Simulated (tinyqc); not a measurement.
# Tunnelling through a gate dielectric, WKB transmission and Tsu-Esaki current: effect of temperature

Electrons leave the emitter at x = 0. Energies E (motion across the layers) are in eV from the emitter Fermi level; the collector Fermi level lies at -V and offers states at every E. No charge in the dielectric and no image force: F1 = V/t1, U = phi1 - F1 x. With C = hbar^2/(2 m0), kappa = sqrt(m (U - E)/C) where U > E and 0 elsewhere; T(E) = exp(-S), S = 2 times the integral of kappa over x.

Each layer adds (2/F) sqrt(m/C) [G(u at its left edge) - G(u at its right edge)] to S, with u = U - E (0 where negative) and G(u) = (2/3) u^1.5. J = J0 times the integral of T(E) N(E) dE, N = ln[(1 + exp(-E/Vt))/(1 + exp((-E - V)/Vt))], J0 = q^2 me m0 kB T/(2 pi^2 hbar^3) (times 1e-4 for A/cm^2 per eV), from E = -Ef to far above the barrier (T = 1 there), by quadrature converged to the digits shown. The share over the barrier is that of energies above the highest band edge; 0 means below 1e-6 %.

Parameters, values chosen for the exercise; dielectric values close to those of silicon dioxide:

| symbol | value | unit | meaning |
|---|---|---|---|
| Ef | 0.26 | eV | Fermi energy of the emitter above its band bottom |
| me | 1 | m0 | emitter mass in the supply function |
| phi1 | 3.05 | eV | barrier of layer 1 above the emitter Fermi level at zero bias |
| m1 | 0.52 | m0 | tunnelling mass of layer 1 |
| t1 | 3.1 | nm | thickness of layer 1 |
| V | 0.4 | V | voltage across the dielectric |

Constants: q = 1.602176634e-19 C, kB = 1.380649e-23 J/K, hbar = 1.054571817e-34 J s, m0 = 9.1093837015e-31 kg, Vt = kB T/q, hbar^2/(2 m0) = 0.0380998212 eV nm^2. Results are converted to the units shown.

Effect of temperature:
```
T (K)	J (A/cm^2)	mean E of the current (eV)	share over the barrier (%)
50	3.053e-9	-0.1458	0
100	3.077e-9	-0.1446	0
200	3.175e-9	-0.1400	0
300	3.344e-9	-0.1321	0
400	3.592e-9	-0.1208	0
500	3.932e-9	-0.1057	0
600	4.383e-9	-0.08606	0
750	5.344e-9	-0.04474	4.04e-3
```

What does the comparison show?

Between 50 and 300 K the current changes by a factor of 1.10, and between 300 and 750 K by 1.60; the mean energy of the current rises from -0.146 to -0.0447 eV. The transmission grows by a factor e over d = 0.147 eV near E = 0, equal to kB T/q at 1710 K: far below that temperature the thermal tail adds little.

Numbers from tinyqc (`OMP_NUM_THREADS=1 python tinyqc.py 2540020 2540021 out.jsonl`; about 0.01 s on one thread of a shared Intel Xeon 2.30GHz).
